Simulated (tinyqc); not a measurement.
Changing the channel length L: lateral field, substrate current, probability of reaching the oxide barrier and hot-carrier lifetime of a silicon transistor (pseudo-two-dimensional and lucky-electron models). Computed by tinyqc, a small Python program. Command: `OMP_NUM_THREADS=1 python tinyqc.py 3026848 3026849 out.jsonl hotcar sweep`. One thread of a shared host (Intel(R) Xeon(R) Processor @ 2.30GHz), about 0.01 s of CPU time with the checks.

Local-field models: a lucky carrier gains its energy at the peak field over a path free of collisions. Voltages are magnitudes.

Inputs (values chosen for the exercise, modelled on a silicon n-channel):

| quantity | value | unit |
|---|---|---|
| oxide thickness t | 19 | nm |
| junction depth x_j | 300 | nm |
| mobility mu | 340 | cm^2/(V s) |
| saturation velocity v_s | 0.86 | 1e7 cm/s |
| threshold voltage V_T | 0.42 | V |
| gate voltage V_G | 3.5 | V |
| drain voltage V_D | 6 | V |
| ionisation prefactor A_i | 2.1e+06 | 1/cm |
| ionisation field B_i | 1.75 | MV/cm |
| hot-carrier mean free path lambda | 7.5 | nm |
| oxide barrier phi_b | 3.1 | eV |
| interface-trap threshold phi_it | 3.8 | eV |
| lifetime constant H | 50 | s microampere/micrometre |

Drain: abrupt.

Constants: eps_0 = 8.8541878128e-12 F/m.

Method:
- C_ox = 3.9 eps_0/t; F_sat = 2 v_s/mu; V_Dsat = V_ov F_sat L/(V_ov + F_sat L), V_ov = V_G - V_T; I_D/W = C_ox v_s (V_ov - V_Dsat).
- Scale length l = 0.22 t^(1/3) x_j^(1/2) (all in cm); F_m = sqrt(((V_D - V_Dsat)/l_e)^2 + F_sat^2), with l_e = l; length of the velocity-saturated region l_e ln((V_D - V_Dsat)/(l_e F_sat) + F_m/F_sat).
- Substrate current I_sub/I_D = (A_i/B_i)(V_D - V_Dsat) exp(-B_i/F_m); probability of reaching the oxide barrier exp(-phi_b/(e lambda F_m)); lifetime tau = (H/(I_D/W)) exp(phi_it/(e lambda F_m)).

One run for each value:

| channel length L (nm) | substrate current I_sub/W (microampere/micrometre) | peak field F_m (kV/cm) | V_Dsat (V) | lifetime tau (s) |
|---|---|---|---|---|
| 480 | 5.8107 | 315.13 | 1.3578 | 1.7842e+06 |
| 680 | 3.3270 | 297.47 | 1.6250 | 5.4857e+06 |
| 970 | 1.7603 | 279.84 | 1.8923 | 1.9650e+07 |
| 1400 | 0.8719 | 263.11 | 2.1465 | 7.9094e+07 |
| 2000 | 0.4350 | 249.01 | 2.3612 | 3.0567e+08 |
| 2800 | 0.2290 | 237.95 | 2.5299 | 1.0280e+09 |
| 4000 | 0.1201 | 228.58 | 2.6731 | 3.3266e+09 |

Describe and explain the trends.

Over the rows, substrate current I_sub/W (microampere/micrometre) falls from 5.81 to 0.120 (exponent d ln y / d ln x -1.6 between the first rows and -1.8 between the last); peak field F_m (kV/cm) falls from 315 to 229 (exponent d ln y / d ln x -0.17 between the first rows and -0.11 between the last); V_Dsat (V) rises from 1.36 to 2.67 (exponent d ln y / d ln x 0.52 between the first rows and 0.15 between the last). At fixed t and x_j a shorter channel lowers V_Dsat, leaving more voltage for the pinch-off region, and carries more current. Left out: 330 (the saturated region would fill the channel).

Caution (rows 480): the saturated region fills most of the channel, so the split into two regions is rough.

Extremes, crossings and ranges named in words are read from the listed rows.
